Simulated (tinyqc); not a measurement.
# Worked calculation: undoped symmetric double-gate MOSFET, analytic potential model

Numbers from tinyqc (`OMP_NUM_THREADS=1 python tinyqc.py 2440145 2440146 out.jsonl`; about 0.03 s on one thread of a shared Intel Xeon 2.30GHz). Printed values are rounded.

An undoped body of thickness ts between two equal insulators and tied gates; long channel, electrons only, n = ni exp((psi - V)/Vt) with V the quasi-Fermi potential (0 at the source, Vd at the drain), constant mobility, no quantisation. Across the body psi(x) = V - 2 Vt ln[(ts/(2 beta)) sqrt(q ni/(2 eps0 eps_r Vt)) cos(2 beta x/ts)], x from the centre. Q is the electron charge per area of the whole body.

Inputs (values chosen for the exercise); material values close to those of germanium:

| symbol | value | unit | meaning |
|---|---|---|---|
| T | 293 | K | temperature |
| Eg | 0.656 | eV | band gap |
| eps_r | 15.7 |  | relative permittivity of the semiconductor |
| Nc | 9.94e18 | cm^-3 | conduction-band density of states at T |
| Nv | 5.85e18 | cm^-3 | valence-band density of states at T |
| eox | 9.08 |  | relative permittivity of the gate insulator |
| tox | 4.2 | nm | insulator thickness |
| ts | 20 | nm | body thickness |
| dphi | 0.2 | V | gate work function less that of the intrinsic body |
| mu | 130 | cm^2/(V s) | channel mobility |
| L | 2 | um | gate length |
| Vg | 1.11 | V | gate voltage |
| Vd | 0.1 | V | drain voltage |

Constants: q = 1.602176634e-19 C, kB = 1.380649e-23 J/K, Vt = kB T/q, eps0 = 8.8541878128e-14 F/cm where lengths are in cm. Results are converted to the units shown.

Range of the model: The surface density at the source passes 0.3 Nc, where Boltzmann statistics fail.

## Constants of the body

ni = sqrt(Nc Nv) exp(-Eg/(2 Vt)), Eg in volts; r = eps_r tox/(eox ts); V0 = dphi + 2 Vt ln[(2/ts) sqrt(2 eps0 eps_r Vt/(q ni))].

ni = 1.73969e13 cm^-3
r = 0.363106
V0 = 0.455871 V

## Iteration 1: beta at the source by Newton steps

beta at the start = 1.5

With V = 0: f = ln(beta) - ln(cos beta) + 2 r beta tan(beta) - (Vg - V0)/(2 Vt); f' = 1/beta + tan(beta) + 2 r [tan(beta) + beta/cos^2(beta)]; beta(new) = beta - f/f'.

f = 5.46150
f' = 242.709
beta after iteration 1 = 1.47750

## Iteration 2: beta at the source by Newton steps

As before.

f = 1.27714
f' = 142.748
beta after iteration 2 = 1.46855

## Course of the iteration: beta at the source by Newton steps

Stop when beta changes by less than 1e-11, or after 40 iterations. beta must stay between 0 and pi/2.

Course of the iteration:
```
iteration     beta  |change|
1          1.47750    0.0225
2          1.46855   8.95e-3
3          1.46766   8.92e-4
4          1.46765   7.46e-6
5          1.46765  5.13e-10
6          1.46765         0
```

Converged in 6 iterations. At the end the number of correct digits about doubles with each step.

## Charges and drain current

beta_s = 1.46765
beta_d = 1.44780

beta (between 0 and pi/2) solves (Vg - V0 - V)/(2 Vt) = ln(beta) - ln(cos beta) + 2 r beta tan(beta). Q = 8 eps0 eps_r Vt beta tan(beta)/ts; I = mu (1/L)(4 eps0 eps_r/ts)(2 Vt)^2 [g(beta_s) - g(beta_d)] per width, g = beta tan(beta) - beta^2/2 + r beta^2 tan^2(beta), with beta_s at V = 0 and beta_d at V = Vd.

Qs = 1990.58 nC/cm^2
Qd = 1644.26 nC/cm^2
g(beta_s) = 86.0970
g(beta_d) = 60.4691
I = 11.8099 uA/um

The term r beta^2 tan^2(beta), which gives the square law, makes up 84.8 % of g at the source.

## Potential and electron density across the body at the source

x/ts, point 0 to 6: [0, 0.1, 0.2, 0.3, 0.4, 0.45, 0.5]

psi(x) as above with V = 0 and beta = beta_s; n = ni exp(psi/Vt).

```
point   psi (V)   n (cm^-3)
0      0.275245  9.43744e17
1      0.277452  1.02997e18
2      0.284498  1.36148e18
3      0.298043  2.32804e18
4      0.323268  6.32243e18
5      0.345794  1.54293e19
6      0.390046  8.90225e19
```

The density at the surface is 94.3 times that at the centre (1/cos^2 beta). It reaches 9.0 Nc, where Boltzmann statistics overestimate it.
